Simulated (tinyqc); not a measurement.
Inside a calculation. Method: Pariser-Parr-Pople SCF with singles CI, for the molecule C=C1C=CC=CC=C1N (SMILES; centres numbered as the heavy atoms are written). Computed by tinyqc, a small Python program that keeps every step. Settings: charge = 0, gamma = MN, start = huckel, damping = 0, iteration cap = 90, excitations kept = 4. Command: `OMP_NUM_THREADS=1 python tinyqc.py 21244 21245 out.jsonl` (the two numbers bound the seeds that draw the settings). One thread of a shared host (Intel(R) Xeon(R) Processor @ 2.60GHz), about 0.01 s of CPU time with the checks. Later iterations appear only in the table of the cycle.

## PPP integrals

Centres (angstrom, eV; a flat drawing with bonds scaled to 1.40 angstrom):
```
centre         x         y  core charge z         W  gamma_rr
1C      -2.11200  -1.30700              1  11.16000  11.13000
2C      -0.85000  -0.70000              1  11.16000  11.13000
3C       0.24400  -1.57300              1  11.16000  11.13000
4C       1.60900  -1.26100              1  11.16000  11.13000
5C       2.21700   0.00000              1  11.16000  11.13000
6C       1.60900   1.26100              1  11.16000  11.13000
7C       0.24400   1.57300              1  11.16000  11.13000
8C      -0.85000   0.70000              1  11.16000  11.13000
9N      -2.11200   1.30700              2  25.60000  16.80000
```

Resonance integrals (eV):
```
i  j      beta
1  2  -2.39000
2  3  -2.39000
3  4  -2.39000
4  5  -2.39000
5  6  -2.39000
6  7  -2.39000
7  8  -2.39000
8  9  -2.24000
8  2  -2.39000
```

Mataga-Nishimoto: gamma = 14.399645/(R + a), a = 2 x 14.399645/(gamma_rr + gamma_ss); H_rr = -W_r - sum_(s != r) z_s gamma_rs; H_rs = beta for bonds.

repulsion gamma_rs (eV):
```
          1C        2C        3C        4C        5C        6C        7C        8C
1C  11.13000   5.34476   3.92924   2.87128   2.47597   2.47634   2.87150   3.92942
2C   5.34476  11.13000   5.34627   3.77354   3.24343   3.24393   3.77316   5.34554
3C   3.92924   5.34627  11.13000   5.34514   3.77243   3.24363   3.24333   3.77316
4C   2.87128   3.77354   5.34514  11.13000   5.34569   3.77372   3.24363   3.24393
5C   2.47597   3.24343   3.77243   5.34569  11.13000   5.34569   3.77243   3.24343
6C   2.47634   3.24393   3.24363   3.77372   5.34569  11.13000   5.34514   3.77354
7C   2.87150   3.77316   3.24333   3.24363   3.77243   5.34514  11.13000   5.34627
8C   3.92942   5.34554   3.77316   3.24393   3.24343   3.77354   5.34627  11.13000
9N   3.95039   4.23279   3.03021   2.59349   2.59307   3.02997   4.23258   5.92209

          9N
1C   3.95039
2C   4.23279
3C   3.03021
4C   2.59349
5C   2.59307
6C   3.02997
7C   4.23258
8C   5.92209
9N  16.80000
```

core matrix H (eV):
```
           1C         2C         3C         4C         5C         6C         7C         8C
1C  -42.95930   -2.39000    0.00000    0.00000    0.00000    0.00000    0.00000    0.00000
2C   -2.39000  -49.69622   -2.39000    0.00000    0.00000    0.00000    0.00000   -2.39000
3C    0.00000   -2.39000  -45.87362   -2.39000    0.00000    0.00000    0.00000    0.00000
4C    0.00000    0.00000   -2.39000  -43.94390   -2.39000    0.00000    0.00000    0.00000
5C    0.00000    0.00000    0.00000   -2.39000  -43.54521   -2.39000    0.00000    0.00000
6C    0.00000    0.00000    0.00000    0.00000   -2.39000  -44.42192   -2.39000    0.00000
7C    0.00000    0.00000    0.00000    0.00000    0.00000   -2.39000  -47.22063   -2.39000
8C    0.00000   -2.39000    0.00000    0.00000    0.00000    0.00000   -2.39000  -51.65947
9N    0.00000    0.00000    0.00000    0.00000    0.00000    0.00000    0.00000   -2.24000

           9N
1C    0.00000
2C    0.00000
3C    0.00000
4C    0.00000
5C    0.00000
6C    0.00000
7C    0.00000
8C   -2.24000
9N  -55.18459
```

## Starting guess

pi electrons, sum of z_r less the charge = 10

Orbitals of the Hueckel matrix of the beta values.

P at the start:
```
          1C        2C        3C        4C        5C        6C        7C        8C
1C   1.28354   0.76803  -0.23466  -0.27531   0.25745   0.14162  -0.31788  -0.06170
2C   0.76803   0.98717   0.49272   0.02278  -0.13368  -0.06043   0.07992   0.36799
3C  -0.23466   0.49272   1.15636   0.69496  -0.15109  -0.21860   0.11545   0.08826
4C  -0.27531   0.02278   0.69496   0.98249   0.61005   0.02480  -0.21026  -0.06061
5C   0.25745  -0.13368  -0.15109   0.61005   1.15837   0.61838  -0.15127  -0.14401
6C   0.14162  -0.06043  -0.21860   0.02480   0.61838   0.98230   0.68464   0.02321
7C  -0.31788   0.07992   0.11545  -0.21026  -0.15127   0.68464   1.15679   0.50999
8C  -0.06170   0.36799   0.08826  -0.06061  -0.14401   0.02321   0.50999   0.98634
9N  -0.08766  -0.05783  -0.32094   0.14055   0.26413  -0.27552  -0.24237   0.75350

          9N
1C  -0.08766
2C  -0.05783
3C  -0.32094
4C   0.14055
5C   0.26413
6C  -0.27552
7C  -0.24237
8C   0.75350
9N   1.30664
```

## Iteration 1: Fock matrix

F_rr = H_rr + P_rr gamma_rr / 2 + sum_(s != r) P_ss gamma_rs; F_rs = H_rs - P_rs gamma_rs / 2; E = tr P (H + F) / 2 + core repulsion sum_(r<s) z_r z_s gamma_rs.

F (eV):
```
          1C        2C        3C        4C        5C        6C        7C        8C
1C  -5.51578  -4.44247   0.46103   0.39524  -0.31872  -0.17536   0.45639   0.12123
2C  -4.44247  -5.34112  -3.70711  -0.04299   0.21679   0.09801  -0.15078  -3.37356
3C   0.46103  -3.70711  -4.87697  -4.24733   0.28498   0.35453  -0.18723  -0.16651
4C   0.39524  -0.04299  -4.24733  -4.64513  -4.02056  -0.04679   0.34100   0.09832
5C  -0.31872   0.21679   0.28498  -4.02056  -4.90237  -4.04284   0.28533   0.23354
6C  -0.17536   0.09801   0.35453  -0.04679  -4.04284  -5.05962  -4.21974  -0.04380
7C   0.45639  -0.15078  -0.18723   0.34100   0.28533  -4.21974  -6.01126  -3.75326
8C   0.12123  -3.37356  -0.16651   0.09832   0.23354  -0.04380  -3.75326  -6.91331
9N   0.17315   0.12239   0.48626  -0.18226  -0.34246   0.41741   0.51294  -4.47114

           9N
1C    0.17315
2C    0.12239
3C    0.48626
4C   -0.18226
5C   -0.34246
6C    0.41741
7C    0.51294
8C   -4.47114
9N  -12.19028
```

pi energy = -134.89929 eV

## Iteration 1: orbitals and new P

Diagonalise F (the basis is taken as orthonormal) and form P = 2 sum c c over the lowest orbitals.

orbital energies (eV): -15.45145  -12.34719  -11.10786  -10.07167  -7.16432  -2.60219  -1.14459  1.88180  2.55162

P after iteration 1:
```
          1C        2C        3C        4C        5C        6C        7C        8C
1C   1.25796   0.78501  -0.24873  -0.27237   0.23706   0.16580  -0.30095  -0.08035
2C   0.78501   1.00352   0.44446   0.05425  -0.10029  -0.09008   0.03964   0.39140
3C  -0.24873   0.44446   1.03147   0.74568  -0.03536  -0.29502   0.01066   0.22222
4C  -0.27237   0.05425   0.74568   0.95341   0.56281   0.06777  -0.16528  -0.09689
5C   0.23706  -0.10029  -0.03536   0.56281   1.03632   0.69841  -0.06444  -0.28210
6C   0.16580  -0.09008  -0.29502   0.06777   0.69841   0.94511   0.60096   0.06607
7C  -0.30095   0.03964   0.01066  -0.16528  -0.06444   0.60096   1.11179   0.65269
8C  -0.08035   0.39140   0.22222  -0.09689  -0.28210   0.06607   0.65269   0.92954
9N  -0.02122  -0.10157  -0.21394   0.08132   0.20715  -0.12826  -0.27681   0.51640

          9N
1C  -0.02122
2C  -0.10157
3C  -0.21394
4C   0.08132
5C   0.20715
6C  -0.12826
7C  -0.27681
8C   0.51640
9N   1.73089
```

## Iteration 2: Fock matrix

As before.

F (eV):
```
          1C        2C        3C        4C        5C        6C        7C        8C
1C  -5.21574  -4.48785   0.48867   0.39102  -0.29348  -0.20529   0.43208   0.15787
2C  -4.48785  -5.35847  -3.57811  -0.10236   0.16264   0.14611  -0.07478  -3.43613
3C   0.48867  -3.57811  -5.39631  -4.38289   0.06669   0.47847  -0.01729  -0.41924
4C   0.39102  -0.10236  -4.38289  -5.50904  -3.89430  -0.12787   0.26805   0.15715
5C  -0.29348   0.16264   0.06669  -3.89430  -5.67121  -4.25675   0.12155   0.45748
6C  -0.20529   0.14611   0.47847  -0.12787  -4.25675  -5.61362  -3.99611  -0.12466
7C   0.43208  -0.07478  -0.01729   0.26805   0.12155  -3.99611  -5.94007  -4.13472
8C   0.15787  -3.43613  -0.41924   0.15715   0.45748  -0.12466  -4.13472  -6.07244
9N   0.04192   0.21495   0.32414  -0.10545  -0.26857   0.19431   0.58581  -3.76908

           9N
1C    0.04192
2C    0.21495
3C    0.32414
4C   -0.10545
5C   -0.26857
6C    0.19431
7C    0.58581
8C   -3.76908
9N  -10.06831
```

pi energy = -136.40673 eV

## Iteration 2: orbitals and new P

As before.

orbital energies (eV): -14.08188  -12.27003  -11.35974  -9.95645  -7.41184  -2.17367  -1.37508  1.54634  2.23713

P after iteration 2:
```
          1C        2C        3C        4C        5C        6C        7C        8C
1C   1.17479   0.81622  -0.20868  -0.28347   0.22658   0.15970  -0.31019  -0.07650
2C   0.81622   1.02347   0.41336   0.03188  -0.08176  -0.07228   0.03209   0.37268
3C  -0.20868   0.41336   1.01794   0.77399  -0.03859  -0.30989   0.02090   0.22316
4C  -0.28347   0.03188   0.77399   0.97747   0.53297   0.04446  -0.14791  -0.08201
5C   0.22658  -0.08176  -0.03859   0.53297   1.05346   0.72710  -0.07844  -0.28282
6C   0.15970  -0.07228  -0.30989   0.04446   0.72710   0.95821   0.56836   0.06694
7C  -0.31019   0.03209   0.02090  -0.14791  -0.07844   0.56836   1.11868   0.67453
8C  -0.07650   0.37268   0.22316  -0.08201  -0.28282   0.06694   0.67453   0.92847
9N  -0.02050  -0.09762  -0.19607   0.06650   0.19687  -0.11544  -0.28666   0.50414

          9N
1C  -0.02050
2C  -0.09762
3C  -0.19607
4C   0.06650
5C   0.19687
6C  -0.11544
7C  -0.28666
8C   0.50414
9N   1.74751
```

## Convergence

Stop when output and input P, before any damping, agree to 1e-7.

Course of the cycle:
```
iteration        E (eV)  largest |P(out) - P(in)|
1          -134.8992917                  4.24e-01
2          -136.4067317                  8.32e-02
3          -136.4806542                  1.90e-02
4          -136.4956288                  1.09e-02
5          -136.5002093                  6.23e-03
6          -136.5016847                  3.56e-03
7          -136.5021655                  2.04e-03
8          -136.5023228                  1.16e-03
9          -136.5023743                  6.71e-04
10         -136.5023912                  3.88e-04
11         -136.5023967                  2.24e-04
...                 ...                       ...
15         -136.5023994                  2.47e-05
16         -136.5023994                  1.42e-05
17         -136.5023994                  8.20e-06
18         -136.5023995                  4.72e-06
19         -136.5023995                  2.72e-06
20         -136.5023995                  1.57e-06
21         -136.5023995                  9.01e-07
22         -136.5023995                  5.18e-07
23         -136.5023995                  2.98e-07
24         -136.5023995                  1.72e-07
25         -136.5023995                  9.87e-08
```

Converged in 25 iterations.

## Converged orbitals

Charges are z - P_rr.

orbital energies (eV): -13.97173  -12.10937  -11.36116  -9.87261  -7.57278  -2.00758  -1.39820  1.69658  2.16898

coefficients:
```
        MO1       MO2       MO3       MO4       MO5       MO6       MO7       MO8
1C  0.18416  -0.00265   0.35132  -0.30240   0.57356   0.00612   0.55060   0.00232
2C  0.41416  -0.01554   0.48539  -0.27949   0.14906  -0.00990  -0.39270   0.00094
3C  0.26786  -0.31038   0.39897   0.19360  -0.37638  -0.48997  -0.10927   0.24655
4C  0.20808  -0.48379   0.12121   0.40683  -0.17948   0.27175   0.43375  -0.41381
5C  0.19172  -0.48458  -0.27193   0.18429   0.37813   0.37162  -0.25171   0.51670
6C  0.24046  -0.31686  -0.47280  -0.20612   0.24124  -0.46516  -0.18735  -0.50965
7C  0.35001  -0.01222  -0.37713  -0.40150  -0.36125  -0.10841   0.44245   0.40949
8C  0.54514   0.29921  -0.07251  -0.11027  -0.26356   0.49302  -0.19213  -0.25448
9N  0.40650   0.49444  -0.14875   0.61452   0.27163  -0.27686   0.10687   0.09383

         MO9
1C  -0.34501
2C   0.58136
3C  -0.42520
4C   0.27751
5C  -0.09538
6C  -0.07962
7C   0.26117
8C  -0.42623
9N   0.14092
```

pi charges: 1C -0.15554, 2C -0.01541, 3C -0.01281, 4C 0.02048, 5C -0.04493, 6C 0.03511, 7C -0.11318, 8C 0.05282, 9N 0.23347

## Singles CI, singlets

Over the 4 single excitations with the smallest orbital gaps: A = (e_a - e_i) delta + 2 (ia|jb) - (ij|ab), with (pq|rs) = sum c_mp c_mq gamma_mn c_nr c_ns. f = 2/3 w |mu|^2 in atomic units, mu = sqrt2 sum c_ia sum_m c_mi c_ma R_m.

singlet CI matrix (eV):
```
          5>6       5>7       4>6       4>7
5>6   2.44898  -0.10220   0.22229   0.11971
5>7  -0.10220   3.99466  -0.66957  -0.20458
4>6   0.22229  -0.66957   4.89598   0.12426
4>7   0.11971  -0.20458   0.12426   5.34894
```

singlet excitation energies (eV): 2.42403  3.62974  5.09839  5.53640

oscillator strengths: 0.13525  0.42324  0.64402  1.21059

## Singles CI, triplets

Over the 4 single excitations with the smallest orbital gaps: A = (e_a - e_i) delta - (ij|ab), with (pq|rs) = sum c_mp c_mq gamma_mn c_nr c_ns.

triplet CI matrix (eV):
```
          5>6      5>7       4>6      4>7
5>6   1.09333  0.09234  -0.17579  0.35848
5>7   0.09234  1.32280   0.35848  0.31156
4>6  -0.17579  0.35848   3.27223  0.19257
4>7   0.35848  0.31156   0.19257  3.92900
```

triplet excitation energies (eV): 1.00203  1.26019  3.28406  4.07108
